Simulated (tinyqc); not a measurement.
# Gate sheet resistance from two finger widths

Question. At low frequency R = Rsh Wf/(3 L) + B/Wf, where B collects the channel and vertical terms. Find Rsh, B and the width of lowest R.

Inputs (values chosen for the exercise):

| symbol | value | unit | meaning |
|---|---|---|---|
| L | 1.1 | um | channel length |

input resistance of single fingers, contacted at one end, of width 1.5 and 6 um (ohm): [44.787879, 31.651515]

Answer. R Wf is a straight line in Wf^2; the minimum of R lies where both terms are equal.

Rsh = 12.00 ohm/square
B = 59.00 ohm um
width of lowest R = 4.028 um

tinyqc, about 0.01 s, one thread, Intel Xeon 2.30GHz (shared host): `OMP_NUM_THREADS=1 python tinyqc.py 2262222 2262223 out.jsonl`
